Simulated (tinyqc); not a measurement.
Which current rules in forward bias: trap-assisted generation and recombination current of an abrupt junction. Computed by tinyqc, a small Python program. Command: `OMP_NUM_THREADS=1 python tinyqc.py 3014591 3014592 out.jsonl junctionleak walk`. One thread of a shared host (Intel(R) Xeon(R) Processor @ 2.30GHz), about 0.01 s of CPU time with the checks.

Depletion approximation, flat quasi-Fermi levels across the depleted layer, long neutral regions with minority lifetimes tau_n and tau_p, full ionisation and Boltzmann statistics. Voltages in exponents stand for e V.

Inputs (values chosen for the exercise, with bands and screening modelled on InP):
```
quantity                              value    unit
gap E_g                                1.38      eV
electron mass m_e                    0.0814     m_0
valleys M_c                               1       -
hole mass m_h                         0.594     m_0
dielectric constant eps                12.3       -
acceptor density N_A                5.7e+16   cm^-3
donor density N_D                   4.5e+17   cm^-3
capture time tau_n                  8.7e-08       s
capture time tau_p                  1.1e-08       s
trap level E_t - E_i                    0.2      eV
electron diffusion coefficient D_n      6.5  cm^2/s
hole diffusion coefficient D_p          5.7  cm^2/s
temperature T                           300       K
tunnelling mass m_t                    0.17     m_0
```

Field enhancement: Hurkx tunnelling factor.

Constants: k_B = 8.617333262e-05 eV/K; m_0 = 9.1093837015e-31 kg; k_B = 1.380649e-23 J/K; h = 6.62607015e-34 J s; e = 1.602176634e-19 C; eps_0 = 8.8541878128e-12 F/m; hbar = 1.054571817e-34 J s.

Method:
- N_c = 2 M_c (2 pi m_e k_B T/h^2)^(3/2) and N_v = 2 (2 pi m_h k_B T/h^2)^(3/2), masses in units of m_0.
- n_i = sqrt(N_c N_v) exp(-E_g/2 k_B T); V_bi = (k_B T/e) ln(N_A N_D/n_i^2); diffusion saturation current J_d0 = e n_i^2 [sqrt(D_n/tau_n)/N_A + sqrt(D_p/tau_p)/N_D].
- W = sqrt(2 eps eps_0 (V_bi - V)(1/N_A + 1/N_D)/e), x_p = W N_D/(N_A + N_D), x_n = W - x_p, peak field F_m = 2 (V_bi - V)/W; reverse bias means V = -V_r.
- Both capture times are divided by 1 + Gamma, Gamma = 2 sqrt(3 pi) (F/F_G) exp((F/F_G)^2), F_G = sqrt(24 m_t (k_B T)^3)/(e hbar) (the low-field Hurkx form), F being the local field, linear in x from 0 at the edges to F_m.
- Potential from the p edge: phi = (V_bi - V) x^2/(x_p W) on the p side and (V_bi - V)[1 - (W - x)^2/(x_n W)] on the n side; p = N_A exp(-phi/k_B T), n = n_i^2 exp(V/k_B T)/p; U = (n p - n_i^2)/[tau_p (n + n_i exp(dE/k_B T)) + tau_n (p + n_i exp(-dE/k_B T))], dE = E_t - E_i, n1 = n_i exp(dE/k_B T), p1 = n_i exp(-dE/k_B T); J_t = e int U dx by the trapezoid rule on 400 intervals on each side.
- J_d = J_d0 (exp(V/k_B T) - 1). Ideality n = (e/k_B T) dV/d ln J, central difference of 1 mV. The rows stop just below the bias where n = 0.1 p or tau_p n = 0.1 tau_n p at the p edge, or the like at the n edge.

k_B T = 0.0258520 eV

n_i = 6.62812e+06 cm^-3

J_d0 = 1.42342e-18 A/cm^2

Forward characteristic:
```
V (V)  J_t (A/cm^2)  J_d (A/cm^2)  ideality of J_t  ideality of the sum
0.22     8.8500e-10    7.0645e-15           1.2346               1.2346
0.35     3.1770e-08    1.0791e-12           1.6459               1.6459
0.48     5.0151e-07    1.6481e-10           1.9359               1.9353
0.61     6.5234e-06    2.5170e-08           1.9688               1.9615
0.73     6.9183e-05    2.6109e-06           1.9605               1.8943
0.86     9.1154e-04    3.9875e-04           1.9373               1.5073
0.99     1.2578e-02    6.0898e-02           1.8898               1.0877
1.12     1.8463e-01    9.3005e+00           1.9002               1.0093
```

What follows from these numbers?

Diffusion overtakes recombination between 0.86 and 0.99 V, and the ideality of the sum goes from 1.23 to 1.01, with a maximum of 1.96 at 0.61 V. The ideality of J_t alone lies between 1.23 and 1.97; it is near 1 at low bias, where re-emission from a level off midgap limits the rate, and rises once n and p exceed n1 and p1. Caution: one side is doped near or above its effective density of states, so Boltzmann statistics understate V_bi.

Extremes, crossings and ranges named in words are read from the listed rows.
